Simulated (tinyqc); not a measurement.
Inside a calculation. Model: capacitance measurement on a leaky thin oxide: effects of series resistance and leakage.

Computed by the program tinyqc: `OMP_NUM_THREADS=1 python tinyqc.py 2022102 2022103 out.jsonl`, one thread of a shared Intel Xeon 2.30GHz, about 0.01 s for the whole run. Printed values are rounded.

The device is a capacitance C in parallel with a leakage conductance G, in series with Rs and Ls. An impedance meter reports either a parallel pair (Cp, Gp) from Y = 1/Z = Gp + i w Cp or a series pair (Cs, Rm) from Z = Rm + 1/(i w Cs); w = 2 pi f, dissipation D = Gp/(w |Cp|).

Values chosen for this exercise; values of the order met in thin-oxide MOS capacitors: relative permittivity of the gate insulator (close to aluminium oxide) eox = 9.09; insulator thickness tox = 2.8 nm; gate area A = 100 um^2; oxide-equivalent thickness added by the accumulation layer zc = 0.46 nm; oxide-equivalent thickness added by gate depletion zp = 0 nm; gate leakage current density, not matched to the thickness Jg = 0.021 A/cm^2; voltage for an e-fold rise of the leakage Vs = 0.17 V; series resistance Rs = 53 ohm; series inductance Ls = 28 nH; measuring frequency f = 1e6 Hz.

Constants: eps0 = 8.8541878128e-14 F/cm where lengths are in cm. Results are converted to the units shown.

## True capacitance and conductance

EOT = 3.9 tox/eox; CET = EOT + zc + zp; C = 3.9 eps0 A/CET; G = Jg A/Vs.

EOT = 1.20132 nm
CET = 1.66132 nm
C = 2.07855 pF
G = 0.123529 uS

## What the meter reports

Z = Rs + i w Ls + 1/(G + i w C).

Z = (0.07772-7.65632i) x 1e4 ohm
Cp = 2.07852 pF
Gp = 0.132569 uS
Cs = 2.07874 pF
D = 0.0101509

Cp is within 0.01 % of C and Cs is within 0.01 % of it; G Rs = 6.55e-6, w C Rs = 6.92e-4 and G/(w C) = 0.00946.
